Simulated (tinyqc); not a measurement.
# Implanted layer, carriers, mobility and sheet resistance: two studies

An n-type layer from the surface x = 0 to the junction xj, N(x) = N0 exp(-(x - Rp)^2/(2 sg^2)). Local neutrality (no depletion at surface or junction, no spilling of carriers), intrinsic carriers neglected, full ionisation of active dopants.

Parameters, values chosen for the exercise; values close to those of phosphorus in silicon over a p-type background: temperature T = 350 K; background doping of the opposite type Nb = 2.2e16 cm^-3; peak chemical concentration N0 = 4e20 cm^-3; mobility limit at high doping m1 = 68.3 cm^2/(V s); mobility limit at low doping, at 300 K m2 = 1440 cm^2/(V s); reference doping of the mobility law Nr = 9.11e16 cm^-3; exponent of the mobility law am = 0.692; temperature exponent of m2 bt = 1.8; solubility limit of active dopant Ns = 4.15e20 cm^-3; straggle after annealing sg = 7.3 nm; projected range Rp = 7.1 nm.

Constants: q = 1.602176634e-19 C. Results are converted to the units shown.

Each table varies one quantity; the others keep the values above.

## Effect of the peak chemical concentration

xj = Rp + sg sqrt(2 ln(N0/Nb)). Active dopant A = min(N, Ns); n = A - Nb; mobility mu = m1 + (m2 (T/300 K)^(-bt) - m1)/(1 + ((A + Nb)/Nr)^am). Dose = integral of N, carrier sheet density = integral of n, 1/Rs = q integral of n mu, mean mobility 1/(q Rs sheet density), Hall mobility (unit Hall factor) = integral of n mu^2 over integral of n mu, Hall sheet density = (integral of n mu)^2/integral of n mu^2; all from 0 to xj. Integrals on 4000 steps.

Effect of the peak chemical concentration:
```
N0 (cm^-3),xj (nm),dose (cm^-2),carriers (cm^-2),Rs (ohm/square),mean mobility (cm^2/(V s)),Rs xj (ohm nm),Hall/true sheet density
5.3e17,25.52,8.038e11,7.476e11,2.494e4,334.7,6.364e5,0.9719
1.5e18,28.31,2.286e12,2.224e12,1.237e4,226.9,3.503e5,0.9444
3.9e18,30.59,5.952e12,5.884e12,6610,160.5,2.022e5,0.9265
1.1e19,32.84,1.680e13,1.672e13,3187,117.1,1.046e5,0.9286
2.9e19,34.77,4.429e13,4.421e13,1494,94.50,5.195e4,0.9476
7.9e19,36.64,1.206e14,1.206e14,632.6,81.83,2.318e4,0.9702
2.2e20,38.43,3.360e14,3.359e14,247.4,75.10,9508,0.9862
5.9e20,40.07,9.011e14,7.631e14,113.2,72.26,4535,0.9934
1.6e21,41.64,2.444e15,9.392e14,92.37,71.94,3846,0.9950
```

What does the comparison show?

As N0 goes from 5.3e17 to 1.6e21, xj rises from 25.5 to 41.6 nm, Rs falls from 24900 to 92.4 ohm/square, the mean mobility falls from 335 to 71.9 cm^2/(V s) and the share of the dose that conducts goes from 93.0 through a maximum of 100 (at N0 = 2.2e20 among the rows listed) to 38.4 %. Rs goes as dose^(-0.67) at the low end and dose^(-0.20) at the high end; constant mobility and activation would give -1. Above N0 = Ns = 4.15e20 cm^-3 added dopant only widens the clipped top. For N0 = 5.3e17, 1.5e18 depletion at the junction, left out, would remove a tenth of the carriers or more.

## Effect of the straggle after annealing

Same model as above.

Integrals on 4000 steps.

Results:
```
sg (nm),xj (nm),dose (cm^-2),carriers (cm^-2),Rs (ohm/square),mean mobility (cm^2/(V s)),Rs xj (ohm nm),Hall/true sheet density
1.8,15.07,1.805e14,1.804e14,470.0,73.59,7085,0.9878
2.7,19.06,2.696e14,2.695e14,315.8,73.33,6019,0.9923
6,33.67,5.304e14,5.303e14,161.6,72.84,5441,0.9922
8.9,46.52,7.027e14,7.026e14,121.9,72.87,5671,0.9913
13,64.68,9.222e14,9.221e14,92.75,72.98,5999,0.9904
20,95.68,1.281e15,1.281e15,66.65,73.13,6377,0.9894
29,135.5,1.735e15,1.735e15,49.12,73.25,6658,0.9887
```

Estimate the missing row, sg = 4 nm.

Computed row:
```
sg (nm),xj (nm),dose (cm^-2),carriers (cm^-2),Rs (ohm/square),mean mobility (cm^2/(V s)),Rs xj (ohm nm),Hall/true sheet density
4,24.82,3.858e14,3.858e14,221.6,73.00,5500,0.9928
```

With this row back in the table: As sg goes from 1.8 to 29, xj rises from 15.1 to 136 nm, Rs falls from 470 to 49.1 ohm/square, the mean mobility goes from 73.6 through a minimum of 72.8 (at sg = 6 among the rows listed) to 73.2 cm^2/(V s) and the share of the dose that conducts stays near 100 %. The peak N0 is held, so the dose changes too. Rs goes as sg^(-0.81) over the table.

Program tinyqc, `OMP_NUM_THREADS=1 python tinyqc.py 2110076 2110077 out.jsonl`; Intel Xeon 2.30GHz, shared host, one thread, about 0.01 s.
